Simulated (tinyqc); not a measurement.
Grain-boundary diffusion: Harrison regimes, Fisher and Le Claire analysis, Hart average: one step, computed by the program tinyqc.

A boundary is a slab of width delta with diffusivity D_b, normal to a surface held at constant concentration; it leaks into grains of diffusivity D.

Task: Effective diffusivity. Hart average for parallel slabs: f = delta/d, D_eff = (s f D_b + (1 - f) D)/(1 - f + s f); share of the boundaries = s f D_b/(s f D_b + (1 - f) D); depth sqrt(D_eff t).

Inputs (values chosen for the exercise, for a model polycrystal):
```
quantity              value  unit
boundary width delta   0.57    nm
segregation factor s      1     -
grain size d           0.32    um
temperature T          2000     K
time t                 2800     s
```

D_b = 4.417932e-11 m^2/s

D = 6.104854e-15 m^2/s

Give: boundary fraction f; D_eff; share of the boundaries; depth sqrt(D_eff t).

Result:

boundary fraction f = 0.001781

D_eff = 8.479e-14 m^2/s

share of the boundaries = 0.9281

depth sqrt(D_eff t) = 15.41 um
